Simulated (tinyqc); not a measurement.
# Worked calculation: ballistic conductance of a hard-wall strip of a two-dimensional electron gas by counting modes

Numbers from tinyqc (`OMP_NUM_THREADS=1 python tinyqc.py 2740007 2740008 out.jsonl`; about 0.04 s on one thread of a shared Intel Xeon 2.30GHz). Printed values are rounded.

Subband edges E_n = C (n pi/W)^2/m, n = 1, 2, ...; C = hbar^2/(2 m0). Every mode transmits fully; spin gives the factor 2 in 2 q^2/h, valleys the factor gv.

Parameters, values chosen for the exercise: temperature T = 300 K; mass m = 0.19 m0; valleys gv = 1; Fermi energy above the 2D band edge Ef = 0.218 eV; width W = 22 nm; highest subband edge listed Et = 0.321 eV.

Constants: q = 1.602176634e-19 C, kB = 1.380649e-23 J/K, hbar = 1.054571817e-34 J s, h = 6.62607015e-34 J s, m0 = 9.1093837015e-31 kg, Vt = kB T/q, hbar^2/(2 m0) = 0.0380998212 eV nm^2. Results are converted to the units shown.

## Subband edges and their occupation

List the edges below Et; each adds its degeneracy times f = 1/(1 + exp((E_n - Ef)/Vt)) to the thermal mode count.

```
mode  edge (eV)  degeneracy         f
1      0.004089           1  0.999745
2      0.016356           1  0.999590
3      0.036802           1  0.999097
4      0.065425           1  0.997273
5      0.102227           1  0.988775
6      0.147206           1  0.939256
7      0.200364           1  0.664227
8      0.261700           1  0.155724
```

## Conductance and ballistic resistance

G = (2 q^2/h) gv M; at zero temperature M counts the edges below Ef, at T it is the sum of degeneracy times f. The smooth (Sharvin) count is kF W/pi, kF = sqrt(m Ef/C), and with the boundary term kF W/pi - 1/2. The sum runs over the edges listed.

M at zero temperature = 7
M at T = 6.74369
G = 522.507 uS
resistance 1/G = 1.91385 kohm
smooth count = 7.30157

The smooth count is 8.3 % above M at T. With the boundary term it is 6.80.
